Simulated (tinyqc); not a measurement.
Millisecond and nanosecond annealing: surface heating, thermal budget and solid-phase regrowth: one step, computed by the program tinyqc.

A square pulse heats the surface of a thick wafer with constant thermal properties; losses by radiation are neglected and silicon melts at 1414 C.

Problem. Temperature in depth and time. Absorbed flux q = (1 - R) fluence/t_p; kappa = k/c. With f(z, t) = (2 q/k) sqrt(kappa t) ierfc(z/(2 sqrt(kappa t))), ierfc(x) = exp(-x^2)/sqrt(pi) - x erfc(x): T = T0 + f(z, t) during the pulse and T0 + f(z, t) - f(z, t - t_p) after it.

Inputs (values chosen for the exercise, modelled on hot silicon with arsenic):
```
quantity                     value        unit
incident fluence              20.6      J/cm^2
pulse length t_p            0.0022           s
reflectance R                 0.43           -
thermal conductivity k        0.25    W/(cm K)
heat capacity per volume c    2.38  J/(cm^3 K)
preheat temperature T0         800           C
wafer thickness d              775          um
```

Source: flash lamp.

thermal length sqrt(kappa t_p) = 152.0172 um

Give: Temperature (C).

Solution.

Temperature (C):
```
t/t_p  surface  z = 0.5 thermal lengths   z = 1   z = 2
0.10     915.8                    819.2  801.28  800.00
0.25     983.1                    864.8  816.31  800.32
0.50    1058.9                    928.4  854.08  805.51
0.75    1117.1                    980.9  892.81  817.09
1.00    1166.2                   1026.6  929.58  832.62
1.10    1068.3                   1024.2  942.39  839.51
1.50     989.6                    976.4  942.63  863.65
2.00     951.7                    945.1  927.19  875.54
4.00     898.1                    896.4  891.29  873.54
10.00    859.4                    859.0  857.88  853.48
```

One tenth of a pulse length after the end the surface has lost 98 C: cooling starts as sqrt(t - t_p), much faster than heating ends. Caution: by the last row heat has reached the back of the wafer, so the surface stays hotter than listed.
